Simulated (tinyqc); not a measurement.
Global model of a low-pressure process discharge: electron temperature, density, ion flux and ion energy: one step, computed by the program tinyqc. Command: `OMP_NUM_THREADS=1 python tinyqc.py 3112728 3112729 out.jsonl plasma walk`. One thread of a shared host (Intel(R) Xeon(R) Processor @ 2.30GHz), about 0.01 s of CPU time with the checks.

Maxwellian electrons with temperature T_e in eV, one positive ion, no negative ions, uniform bulk density n; rate constants have the Arrhenius form.

Problem. Biased electrode. All bias power goes to ions: V_b = P_b/(J pi r^2). Debye length at the sheath edge lambda_D = sqrt(eps_0 T_e/(e h_L n)); Child-law sheath s = (sqrt2/3) lambda_D (2 V/T_e)^(3/4), V = V_b + V_s; ion transit time tau_i = 3 s sqrt(M/(2 e V)); collisions in the sheath s/lambda_i.

Inputs (values chosen for the exercise, of the order of those of an inductive discharge in a simple atomic gas):

| quantity | value | unit |
|---|---|---|
| ion mass M | 35.5 | u |
| gas temperature T_g | 400 | K |
| bias power P_b | 12 | W |
| radius of the biased electrode | 7.5 | cm |
| bias frequency | 27 | MHz |

ion current density J = 6.558274 mA/cm^2

T_e = 2.583435 eV

h_L = 0.2765773

plasma density n = 5.585311e+11 1/cm^3

wall potential V_s = 11.93525 V

ion mean free path = 0.8247605 cm

Constants: eps_0 = 8.8541878128e-12 F/m; e = 1.602176634e-19 C; u = 1.6605390666e-27 kg.

Give: bias voltage V_b; lambda_D; sheath width s; ion transit time; transit time over bias period; s/lambda_i.

Solution.

bias voltage V_b = 10.35 V

lambda_D = 30.40 micrometre

sheath width s = 0.1213 mm

ion transit time = 33.07 ns

transit time over bias period = 0.8929

s/lambda_i = 0.01471

The sheath is nearly free of collisions.
